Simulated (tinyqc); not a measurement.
## Potential step from the flux

Question. On one interval J = (q mu Vt/hx) [nb B(d) - na B(-d)], B(d) = d/(exp(d) - 1), d = (psi_b - psi_a)/Vt. Find psi_b - psi_a, and the step at which J would vanish.

Values chosen for this exercise:
- T = 273 K (temperature)
- mu = 10800 cm^2/(V s) (electron mobility)
- na = 2.8e15 cm^-3 (density at the left node)
- nb = 1.8e14 cm^-3 (density at the right node)
- hx = 6.5 nm (node spacing)

Constants: q = 1.602176634e-19 C, kB = 1.380649e-23 J/K, Vt = kB T/q. Results are converted to the units shown.

J = -7.6259195e5 A/cm^2

Solution. B(d) falls and B(-d) rises with d, so J falls steadily with the step and one value matches. J = 0 needs nb/na = exp(d), the Boltzmann ratio.

psi_b - psi_a = 0.101 V
step for J = 0 = -0.0646 V

tinyqc, about 0.01 s, one thread, Intel Xeon 2.30GHz (shared host): `OMP_NUM_THREADS=1 python tinyqc.py 2220139 2220140 out.jsonl`
